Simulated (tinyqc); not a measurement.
Worked calculation: G0W0 on RHF in the 3-21g basis, for H2, spin multiplicity 1. One step of it, computed by the program tinyqc.

Task: Iteration 1: building the Fock matrix. J_ij = sum D_kl (ij|kl), K_ij = sum D_kl (ik|jl); F = H + J - 0.5 K; E = tr D H + tr D J / 2 - 0.25 tr D K + E_nn.

D at the start:
```
          1H 1s     1H 2s     2H 1s     2H 2s
1H 1s  0.296628  0.181281  0.296628  0.181281
1H 2s  0.181281  0.110787  0.181281  0.110787
2H 1s  0.296628  0.181281  0.296628  0.181281
2H 2s  0.181281  0.110787  0.181281  0.110787
```

core Hamiltonian H = T + V (hartree):
```
           1H 1s      1H 2s      2H 1s      2H 2s
1H 1s  -0.828140  -0.902980  -0.661529  -0.717173
1H 2s  -0.902980  -0.939695  -0.717173  -0.842453
2H 1s  -0.661529  -0.717173  -0.828140  -0.902980
2H 2s  -0.717173  -0.842453  -0.902980  -0.939695
```

Two-electron integrals (ij|kl) in chemists' order, unique and non-zero (hartree):
```
(11|11) 1.140145   (21|11) 0.611403   (21|21) 0.345152   (22|11) 0.626370
(22|21) 0.380329   (22|22) 0.482957   (31|11) 0.321422   (31|21) 0.183111
(31|22) 0.203877   (31|31) 0.126493   (32|11) 0.311183   (32|21) 0.188437
(32|22) 0.234645   (32|31) 0.137749   (32|32) 0.171667   (33|11) 0.634299
(33|21) 0.392796   (33|22) 0.505151   (33|31) 0.321422   (33|32) 0.424518
(33|33) 1.140145   (41|11) 0.424518   (41|21) 0.240600   (41|22) 0.266885
(41|31) 0.137749   (41|32) 0.144946   (41|33) 0.311183   (41|41) 0.171667
(42|11) 0.479054   (42|21) 0.292797   (42|22) 0.378026   (42|31) 0.174708
(42|32) 0.212789   (42|33) 0.479054   (42|41) 0.212789   (42|42) 0.317078
(43|11) 0.392796   (43|21) 0.242237   (43|22) 0.313835   (43|31) 0.183111
(43|32) 0.240600   (43|33) 0.611403   (43|41) 0.188437   (43|42) 0.292797
(43|43) 0.345152   (44|11) 0.505151   (44|21) 0.313835   (44|22) 0.422977
(44|31) 0.203877   (44|32) 0.266885   (44|33) 0.626370   (44|41) 0.234645
(44|42) 0.378026   (44|43) 0.380329   (44|44) 0.482957
```

nuclear repulsion = 0.65982196 hartree

Give: Coulomb J; exchange K; Fock matrix F; total energy of this density.

Result:

Coulomb J (hartree):
```
        1H 1s   1H 2s   2H 1s   2H 2s
1H 1s  1.5794  0.9168  0.5823  0.6730
1H 2s  0.9168  1.0742  0.6730  0.9085
2H 1s  0.5823  0.6730  1.5794  0.9168
2H 2s  0.6730  0.9085  0.9168  1.0742
```

exchange K (hartree):
```
        1H 1s   1H 2s   2H 1s   2H 2s
1H 1s  1.1689  0.9322  0.8726  0.8542
1H 2s  0.9322  0.8438  0.8542  0.8172
2H 1s  0.8726  0.8542  1.1689  0.9322
2H 2s  0.8542  0.8172  0.9322  0.8438
```

Fock matrix F (hartree):
```
         1H 1s    1H 2s    2H 1s    2H 2s
1H 1s   0.1668  -0.4523  -0.5155  -0.4713
1H 2s  -0.4523  -0.2873  -0.4713  -0.3426
2H 1s  -0.5155  -0.4713   0.1668  -0.4523
2H 2s  -0.4713  -0.3426  -0.4523  -0.2873
```

total energy of this density = -1.074989 hartree
